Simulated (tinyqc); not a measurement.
# AlGaN/GaN HEMT with access regions, lumped model, step by step

tinyqc, about 0.02 s, one thread, Intel Xeon 2.30GHz (shared host): `OMP_NUM_THREADS=1 python tinyqc.py 2570040 2570041 out.jsonl` Printed values are rounded.

A polarisation-induced electron sheet under a Schottky gate, in series with two ungated access regions and contacts. Drift law v = mu E/(1 + mu E/vs) under the gate. Currents in mA/mm, resistances in ohm mm. No self-heating, no channel-length modulation; fits for polarisation, barrier and offset are chosen for the exercise.

Inputs (values chosen for the exercise); values close to those of AlGaN/GaN structures: aluminium share of the barrier x = 0.35; barrier thickness d = 12 nm; relative permittivity of barrier and channel eps_r = 9; channel mobility mu = 1100 cm^2/(V s); saturation velocity vs = 1.4e7 cm/s; gate length Lg = 1 um; source access length Ls = 2 um; drain access length Ld = 8 um; resistance of each contact Rc = 0.2 ohm mm; share of the drain-access electrons removed by traps ft = 0; gate voltage Vg = 0 V; drain voltage Vd = 2 V; critical field Ec = 2.8 MV/cm; depth over which the depleted charge spreads te = 0.16 um; insulator under the field plate tf = 100 nm; relative permittivity of that insulator ei = 3.9.

Constants: q = 1.602176634e-19 C, eps0 = 8.8541878128e-14 F/cm where lengths are in cm. Results are converted to the units shown.

## Polarisation charge, threshold and sheet resistance

sigma = (5e13 x + 1.6e13 x^2) cm^-2, phiB = 0.84 + 1.3 x, dEc = 0.7 (1.71 x + x^2) in volts, Cb = eps0 eps_r/d, VT = phiB - dEc - q sigma/Cb, access density n0 = -Cb VT/q. Rsh = 1/(q mu n0); largest access current q n0 vs.

sigma = 1.946e13 cm^-2
Cb = 0.6640641 uF/cm^2
VT = -3.904783 V
n0 = 1.618439e13 cm^-2
Rsh = 350.5908 ohm
q n0 vs = 3630.236 mA/mm

## Iteration 1: drain current

I at the start = 360 mA/mm

Access resistance R(L, n) = L/(q mu n sqrt(1 - (I/(q n vs))^2)); Rs = Rc + R(Ls, n0), Rd = Rc + R(Ld, (1 - ft) n0). Vg' = Vg - I Rs, Vd' = Vd - I (Rs + Rd); with u = Vg' - VT, Vc = vs Lg/mu and w the smaller of Vd' and Vc [sqrt(1 + 2 u/Vc) - 1] (0 if negative), the channel gives (mu Cb/Lg)(u w - w^2/2)/(1 + w/Vc). I(new) = I + 0.2 (channel current - I).

Rs = 0.9046549 ohm mm
Rd = 3.018620 ohm mm
Vg' = -0.3256758 V
Vd' = 0.5876212 V
channel current = 964.7520 mA/mm
I after iteration 1 = 480.9504 mA/mm

## Iteration 2: drain current

As before.

Rs = 0.9074174 ohm mm
Rd = 3.029669 ohm mm
Vg' = -0.4364227 V
Vd' = 0.1064565 V
channel current = 245.0731 mA/mm
I after iteration 2 = 433.7749 mA/mm

## Course of the iteration: drain current

Stop when I changes by less than 1e-6 mA/mm, or after 60 iterations. I must stay below q (1 - ft) n0 vs.

Course of the iteration:
```
iteration  I (mA/mm)  |change| (mA/mm)
1           480.9504               121
2           433.7749              47.2
3           464.6465              30.9
4           446.7822              17.9
5           458.0996              11.3
6           451.2634              6.84
7           455.5257              4.26
8           452.9170              2.61
9           454.5325              1.62
...              ...               ...
31          453.9191           3.87e-5
32          453.9190           2.39e-5
33          453.9191           1.47e-5
34          453.9190           9.07e-6
35          453.9191           5.59e-6
36          453.9191           3.45e-6
37          453.9191           2.13e-6
38          453.9191           1.31e-6
39          453.9191           8.09e-7
```

Converged in 39 iterations. At the end each change is about 0.62 times the one before, with alternating sign: linear convergence. Of Vd, 10.7 % reaches the channel; the access current is 13 % of its limit.

## On-resistance and breakdown

sigma = (5e13 x + 1.6e13 x^2) cm^-2, phiB = 0.84 + 1.3 x, dEc = 0.7 (1.71 x + x^2) in volts, Cb = eps0 eps_r/d, VT = phiB - dEc - q sigma/Cb, access density n0 = -Cb VT/q. Ron = 2 Rc + Ls/(q mu n0) + Ld/(q mu (1 - ft) n0) + Lg/(mu Cb (Vg - VT)). Off state: a depleted stretch that holds the voltage V has the peak field sqrt(k V), k = 2 q n0/(eps0 eps_r te), so one edge holds V1 = Ec^2/k. The sheet under the plate pinches off at Vf = q n0 (1/Cb + tf/(eps0 ei)); beyond it the gate edge is screened. BV = V1 if Vf >= V1, else Vf + V1, and at most Ec Ld. Specific resistance Ron (Ls + Lg + Ld); figure of merit BV^2 over it.

Ron = 4.256498 ohm mm
Vf = 78.99676 V
V1 = 19.27482 V
BV = 19.27482 V
specific resistance = 0.4682148 mohm cm^2
figure of merit = 0.7934795 MW/cm^2

The plate pinches off too late to screen the gate edge, so it adds nothing.
